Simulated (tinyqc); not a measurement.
Ellipsometry and reflectance of a transparent film on an absorbing substrate: two steps of the calculation.

Air (index 1), film, substrate with N2 = n2 - i k2; time factor exp(+i w t). q_j = sqrt(N_j^2 - sin^2 th), root with positive real part. Fresnel coefficients r_s = (q_a - q_b)/(q_a + q_b), r_p = (N_b^2 q_a - N_a^2 q_b)/(N_b^2 q_a + N_a^2 q_b). tan(Psi) exp(i Delta) = R_p/R_s, Delta taken from 0 to 360 degrees.

Parameters, values chosen for the exercise; indices close to those of silicon dioxide on silicon: wavelength lam = 800 nm; angle of incidence th = 75 degrees; index of the transparent film n1 = 1.449; film thickness d = 33 nm; index of the substrate n2 = 3.692; extinction coefficient of the substrate k2 = 0.0065.

Question 1. Interface coefficients and thickness period. q0, q1, q2 and the coefficients r01 and r12 for p and s; the results repeat in d with the period lam/(2 q1).

Find: q0; q1; q2; r01,p; r01,s; r12,p; r12,s; period.

Answer 1.

q0 = 0.25882
q1 = 1.0801
q2 = 3.5634-0.0067i
r01,p = -0.33056
r01,s = -0.61339
r12,p = 0.32610-0.00073i
r12,s = -0.53480+0.00067i
period = 370.34 nm

Question 2. Psi, Delta and reflectances. beta = 2 pi d q1/lam, X = exp(-2 i beta), R = (r01 + r12 X)/(1 + r01 r12 X) for p and s.

q1 = 1.0800872
r01,p = -0.33056308
r01,s = -0.61338734
r12,p = 0.32610020-0.00072887i
r12,s = -0.53479628+0.00067470i

Wanted: beta; X; R_p; R_s; Psi; Delta; |R_p|^2; |R_s|^2.

Answer 2.

beta = 0.27994 rad
X = 0.84732-0.53108i
R_p = -0.07193-0.18670i
R_s = -0.84901+0.10674i
Psi = 13.160 degrees
Delta = 76.097 degrees
|R_p|^2 = 0.040030
|R_s|^2 = 0.73221

The bare substrate gives Psi = 0.3359 and Delta = 9.2759 degrees.

tinyqc, about 0.4 s, one thread, Intel Xeon 2.30GHz (shared host): `OMP_NUM_THREADS=1 python tinyqc.py 2870195 2870196 out.jsonl`
